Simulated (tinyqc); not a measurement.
Inside a calculation. Model: trench capacitor in an array: capacitance, non-linearity, leakage and relaxation.

Program tinyqc, `OMP_NUM_THREADS=1 python tinyqc.py 2102068 2102069 out.jsonl`; Intel Xeon 2.30GHz, shared host, one thread, about 0.01 s. Printed values are rounded.

A film between two metal electrodes, each interface adding a series capacitance ci. The small-signal permittivity is ek (1 + aq E^2); the field is found with the linear permittivity. Leakage J = J0 sinh(E/Ef). After a voltage step the film passes a relaxation current kr C V tt^(-nr), tt being the time in seconds. The sidewall is a coaxial capacitor with radii a = dm/2 - t and b = dm/2, depth AR dm; the end face is left out.

Values chosen for this exercise; permittivity of the order of that of zirconium oxide: relative permittivity of the film ek = 38.2; film thickness t = 11 nm; capacitance of each electrode interface (dead layer and screening) ci = 1000 uF/cm^2; quadratic field coefficient of the permittivity aq = 0.015 cm^2/MV^2; bias V = 2.3 V; leakage prefactor J0 = 3.3e-10 A/cm^2; field for an e-fold rise of the leakage Ef = 0.27 MV/cm; diameter of the hole dm = 79 nm; aspect ratio, depth over diameter AR = 70; pitch of the square array pt = 150 nm; resistivity of the inner electrode rho = 230 uohm cm.

Constants: eps0 = 8.8541878128e-14 F/cm where lengths are in cm. Results are converted to the units shown.

## Planar capacitance, field and non-linearity

Planar film: Cf = eps0 ek/t, 1/C = 1/Cf + 2/ci, EOT = 3.9 eps0/C, effective permittivity C t/eps0, E = (V/t) C/Cf; quadratic coefficient [C(V)/C - 1]/V^2 with Cf (1 + aq E^2) in C(V).

Cf = 3.07482 uF/cm^2
C = 3.05602 uF/cm^2
EOT = 1.12994 nm
effective permittivity = 37.9665
E = 2.07813 MV/cm
quadratic coefficient = 12166.0 ppm/V^2
J = 3.63204e-7 A/cm^2

The interfaces take 0.611 % of the voltage.

## Cell capacitance, fields and time constant

Per length 1/c = ln(b/a)/(2 pi eps0 ek) + (1/a + 1/b)/(2 pi ci); cell capacitance c AR dm; per footprint over pt^2; fields c V/(2 pi eps0 ek r) at r = a and b; resistance of the inner electrode rho AR dm/(pi a^2); time constant R C/3 of the distributed line.

a = 28.5 nm
b = 39.5 nm
cell capacitance = 35.7817 fF
capacitance per footprint = 159.030 uF/cm^2
field at a = 2.45713 MV/cm
field at b = 1.77286 MV/cm
R = 4.98441 kohm
R C/3 = 59.4502 ps

The array gives 52.0 times the planar capacitance per footprint; curvature makes the field at the inner electrode 1.18 times the planar value.
